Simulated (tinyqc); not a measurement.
Starting guesses with plain Roothaan steps: SCF starting guesses in the sto-3g basis, for BeH2, spin multiplicity 1. Computed by the program tinyqc with PySCF. RHF with one setting changed at a time; a run stops when the energy changes by less than 1e-09 hartree and the error matrix is below 1e-5. Starts: the lowest orbitals of the core Hamiltonian, of the Wolfsberg-Helmholz matrix (K = 1.75), projected atomic densities, random orbitals, and the highest orbitals of the core Hamiltonian (a deliberately bad start).

Geometry (angstrom):
```
atom       x        y       z
Be    0.0000   0.0000  0.0000
H     0.0000   1.5520  0.0000
H     0.0000  -1.6350  0.0000
```

lowest restricted solution found by these runs and by PySCF = -15.505612 hartree

Largest element of the error matrix X^T (FDS - SDF) X:
```
iteration     core  Wolfsberg-Helmholz  atomic densities   random  highest core orbitals
1          5.5e-01             1.8e-01           2.8e-01  1.3e+00                1.1e-01
2          2.3e-02             1.9e-02           1.1e-01  3.1e-01                3.5e-01
3          3.0e-03             4.7e-03           2.4e-02  6.2e-02                3.2e-01
4          7.3e-04             1.3e-03           6.7e-03  3.1e-02                3.4e-02
5          1.9e-04             3.5e-04           1.9e-03  1.6e-02                8.0e-03
6          5.4e-05             1.0e-04           5.4e-04  8.0e-03                2.3e-03
8          4.2e-06             8.0e-06           4.3e-05  2.1e-03                1.8e-04
10               -                   -           3.4e-06  5.3e-04                1.4e-05
14               -                   -                 -  3.5e-05                      -
```

How each run ends:
```
run                    iterations  E (hartree)         state
core                            8    -15.50561  lowest found
Wolfsberg-Helmholz              9    -15.50561  lowest found
atomic densities               10    -15.50561  lowest found
random                         17    -15.50561  lowest found
highest core orbitals          11    -15.50561  lowest found
```

What does the comparison show, and why?

5 of 5 runs reach the lowest restricted solution found, in 8 to 17 iterations (fastest: core). The first errors are 6e-01, 2e-01, 3e-01, 1e+00, 1e-01; the deliberately bad start has the smallest one, so a small first error does not mark a good start.
